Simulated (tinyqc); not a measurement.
From single traps to 1/f noise.

7 half-filled traps with time constants tau_j = 8.9e-8 s times 10^(1 j), j = 0..6, each shift the threshold by a = 7.45 uV when filled and give the Lorentzian a^2 tau/(1 + (2 pi f tau)^2). For time constants spread evenly in ln tau the sum tends to a^2/(4 f ln(10^1)). slope = d ln S/d ln f.

From single traps to 1/f noise:

| f (Hz) | S (uV^2/Hz) | 1/f limit (uV^2/Hz) | slope | j of the largest term |
|---|---|---|---|---|
| 0.01 | 5.488 | 602.6 | -5.634e-5 | 6 |
| 0.1 | 5.473 | 60.26 | -0.005615 | 6 |
| 1 | 4.310 | 6.026 | -0.4166 | 6 |
| 30 | 0.2005 | 0.2009 | -1.140 | 5 |
| 1000 | 0.006014 | 0.006026 | -0.8496 | 3 |
| 30000 | 2.019e-4 | 2.009e-4 | -1.151 | 2 |
| 1e6 | 5.469e-6 | 6.026e-6 | -0.9344 | 0 |
| 1e7 | 1.706e-7 | 6.026e-7 | -1.944 | 0 |
| 1e8 | 1.755e-9 | 6.026e-8 | -1.999 | 0 |

What does the table show?

Below the slowest trap (1/(2 pi tau) = 1.8 Hz) the spectrum is flat, slope 0.00 in the first row; above the fastest (1.8e6 Hz) the slope tends to -2 (-2.00 in the last row). In between, at 30, 1000 and 30000 Hz, the slopes are -1.14, -0.85 and -1.15, and S is 0.20 % below the 1/f limit at 1000 Hz.

Computed by the program tinyqc: `OMP_NUM_THREADS=1 python tinyqc.py 2150107 2150108 out.jsonl`, one thread of a shared Intel Xeon 2.30GHz, about 0.01 s for the whole run.
